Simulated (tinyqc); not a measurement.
Hole mobility in a silicon inversion layer, empirical terms and Matthiessen rule: one step of the calculation.

Inversion layer of sheet density Ns on a uniformly doped body, under a high-permittivity gate with an interlayer. The mobility terms are empirical power laws with prefactors chosen for the exercise; adding their inverses (Matthiessen) is itself an approximation.

Task. Split C-V extraction. Q(Vg) is the trapezoid sum of Cgc from the first point (where Q is taken as 0); mu_eff = I/((W/L) Q Vd); mu_FE = (dI/dVg)/((W/L) Cox Vd) with a backward difference. Listed from point 4 on.

Values chosen for this exercise; material values close to those of silicon:
```
symbol  value     unit           meaning
Cox      0.54  uF/cm^2  gate capacitance
WL          1                  ratio W/L
Vd       0.05        V     drain voltage
```

```
point  Vg (V)  Cgc (uF/cm^2)         I (uA)
0         0.1   3.2022650e-5  1.8382979e-10
1         0.2   0.0013493709   3.2695440e-7
2         0.3    0.051673659   5.1244364e-4
3         0.4     0.44127719    0.097485124
4         0.5     0.53715507     0.52494653
5         0.6     0.53993230      1.0380868
6         0.7     0.53999840      1.5516272
7         0.8     0.53999996      2.0507715
8         0.9     0.54000000      2.5319753
9           1     0.54000000      2.9947423
10        1.1           0.54      3.4395955
11        1.2           0.54      3.8674064
12        1.3           0.54      4.2791413
```

Find: Q; mu_eff; mu_FE.

Result.

```
point  Q (uC/cm^2)  mu_eff (cm^2/(V s))  mu_FE (cm^2/(V s))
4         0.076289               137.62              158.32
5          0.13014               159.53              190.05
6          0.18414               168.53              190.20
7          0.23814               172.23              184.87
8          0.29214               173.34              178.22
9          0.34614               173.04              171.40
10         0.40014               171.92              164.76
11         0.45414               170.32              158.45
12         0.50814               168.42              152.49
```

At the last point mu_FE is 9.5 % below mu_eff: where the mobility falls with gate voltage the slope of I understates it.

Program tinyqc, `OMP_NUM_THREADS=1 python tinyqc.py 2510145 2510146 out.jsonl`; Intel Xeon 2.30GHz, shared host, one thread, about 0.01 s.
